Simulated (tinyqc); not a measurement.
What moves the results: Fermi-Dirac statistics of conduction electrons. A value that a table varies takes the place of the one given here.

Non-parabolic band E (1 + alpha E) = c k^2/m: n = Nc (2/sqrt(pi)) integral_0^infinity sqrt(x (1 + a x)) (1 + 2 a x) dx/(1 + exp(x - eta)) with a = alpha kT and eta = (EF - Ec)/kT; a = 0 gives n = Nc F_1/2(eta).

Constants: hbar^2/2m0 = 3.80998211 eV angstrom^2; kB = 8.617333262e-05 eV/K.

Values chosen for the exercise (near those of GaN, lowest valleys alone; not measured data): m = 0.198 m0 (density-of-states mass of the conduction band); T = 300 K; alpha = 0.19 1/eV (non-parabolicity); m1 = 0.198 m0 (mass of one isotropic band with spin); L = 30 angstrom (confinement length used to compare densities); n = 3.8e+17 1/cm^3 (electron density).

## Parabolic against non-parabolic filling

N = 2 (m kB T/(4 pi c))^(3/2) with c = hbar^2/2m0, in 1/angstrom^3; times 1e24 for 1/cm^3. k_F = (3 pi^2 n)^(1/3) and the energy E0 that solves E (1 + alpha E) = c k_F^2/m give the limit of zero temperature.

EF - Ec (meV):

| n (1/cm^3) | parabolic | non-parabolic | non-parabolic, 0 K |
|---|---|---|---|
| 2.0e+17 | -61.3 | -61.8 | 6.3 |
| 9.0e+17 | -19.5 | -20.1 | 17.1 |
| 3.0e+18 | 20.1 | 19.2 | 38.0 |
| 1.0e+19 | 78.1 | 76.1 | 84.1 |
| 3.0e+19 | 174.6 | 168.4 | 172.2 |
| 1.0e+20 | 395.4 | 368.7 | 370.7 |

Non-parabolicity lowers EF by 0.5 meV at the lowest density and by 26.7 meV at the highest, where alpha (EF - Ec) = 0.07. Temperature lowers EF below its 0 K value by 68.1 meV at the lowest density and by 2.0 meV at the highest. EF enters the band between 9e+17 and 3e+18 1/cm^3.

## Dimension (statistics of electrons in three, two and one dimensions)

One band edge at E = 0, lambda = sqrt(4 pi c/(m1 kT)) with c = hbar^2/2m0. Densities with spin: n3 = (2/lambda^3) F_1/2(eta), n2 = (2/lambda^2) F_0(eta) with F_0 = ln(1 + exp(eta)), n1 = (2/lambda) F_-1/2(eta). F_j(eta) = (1/Gamma(j + 1)) integral_0^infinity x^j dx/(1 + exp(x - eta)), which tends to exp(eta) for eta << 0.

The last two columns turn the sheet and line densities into volume densities, n2/L and n1/L^2, over n3.

Densities:

| eta | n3 (1/cm^3) | n2 (1/cm^2) | n1 (1/cm) | (n2/L)/n3 | (n1/L^2)/n3 |
|---|---|---|---|---|---|
| -4 | 4.02e+16 | 3.88e+10 | 3.74e+04 | 3.22 | 10.3 |
| -2 | 2.86e+17 | 2.71e+11 | 2.56e+05 | 3.16 | 9.94 |
| -1 | 7.25e+17 | 6.70e+11 | 6.08e+05 | 3.08 | 9.32 |
| 0 | 1.69e+18 | 1.48e+12 | 1.25e+06 | 2.92 | 8.22 |
| 1 | 3.48e+18 | 2.81e+12 | 2.12e+06 | 2.69 | 6.77 |
| 2 | 6.24e+18 | 4.55e+12 | 3.03e+06 | 2.43 | 5.39 |
| 4 | 1.44e+19 | 8.59e+12 | 4.52e+06 | 1.99 | 3.49 |
| 8 | 3.84e+19 | 1.71e+13 | 6.55e+06 | 1.49 | 1.90 |

lambda = 96.7 angstrom

Far below the edge all three follow exp(eta), and the ratios tend to lambda/L = 3.224 and its square. From eta = 4 to 8 the densities grow by 2.67, 1.99 and 1.45, near the powers 2^(3/2), 2 and 2^(1/2) that the densities of states E^(1/2), E^0 and E^(-1/2) give. One subband serves while EF stays several kT below the second, 24.5 kT up for hard walls; rows with a larger eta, if any, overfill it.

## What moves the Fermi level

N = 2 (m kB T/(4 pi c))^(3/2) with c = hbar^2/2m0, in 1/angstrom^3; times 1e24 for 1/cm^3. Each row changes one parameter from the base and keeps the others.

Results:

| case | parabolic EF - Ec (meV) | non-parabolic EF - Ec (meV) |
|---|---|---|
| base | -43.96 | -44.47 |
| m = 0.1782 m0 | -39.60 | -40.13 |
| T = 275 K | -37.00 | -37.44 |
| n = 1.9e+17 1/cm^3 | -62.66 | -63.15 |
| alpha = 0.285 1/eV | -43.96 | -44.73 |

The largest shifts from the base row, up to three for each result and ties (the steps differ in size, so this ranks the rows, not the parameters). parabolic EF - Ec (meV): n -18.70, T +6.96, m +4.35; unchanged at the printed digits by alpha. non-parabolic EF - Ec (meV): n -18.68, T +7.03, m +4.35.

(tinyqc, `OMP_NUM_THREADS=1 python tinyqc.py 1681361 1681362 out.jsonl`, Intel(R) Xeon(R) Processor @ 2.30GHz, 1 thread, shared host, about 0.01 s.)
